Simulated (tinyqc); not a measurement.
X-ray photoelectron analysis of a thin oxide on a semiconductor: attenuation lengths, thickness, angle series and band offsets: one step, computed by the program tinyqc. Command: `OMP_NUM_THREADS=1 python tinyqc.py 3110788 3110789 out.jsonl xps walk`. One thread of a shared host (Intel(R) Xeon(R) Processor @ 2.30GHz), about 0.01 s of CPU time with the checks.

The same element is seen in the oxide and in the substrate, at nearly the same kinetic energy; films are flat and uniform, and the work function is ignored.

Task: Peak ratio. R_0 = (rho_o/M_o) L_o/((rho_s/M_s) L_s); peak ratio R = I_ox/I_sub = R_0 [exp(d/(L_o cos theta)) - 1]; hence d = L_o cos theta ln(1 + R/R_0). A carbon layer weakens both peaks alike, by exp(-d_C/(L_o cos theta)) if its L is taken equal to L_o. This R_0 leaves out intrinsic losses from the substrate peak, so calibrated values can be larger.

Inputs (values chosen for the exercise, modelled on SiO2 on silicon):
```
quantity                        value     unit
oxide density                    2.16   g/cm^3
oxide formula mass              60.08    g/mol
substrate density                2.33   g/cm^3
substrate formula mass          28.09    g/mol
oxide thickness d                 5.5       nm
emission angle from the normal     45  degrees
carbon overlayer                  0.2       nm
```

L in the oxide = 3.150620 nm

L in the substrate = 2.510274 nm

Give: R_0; d/(L_o cos theta); ratio R; oxide share of the counts; attenuation by carbon; depth 3 L_o cos theta.

Result:

R_0 = 0.54399

d/(L_o cos theta) = 2.4688

ratio R = 5.8795

oxide share of the counts = 0.85464

attenuation by carbon = 0.91414

depth 3 L_o cos theta = 6.6835 nm
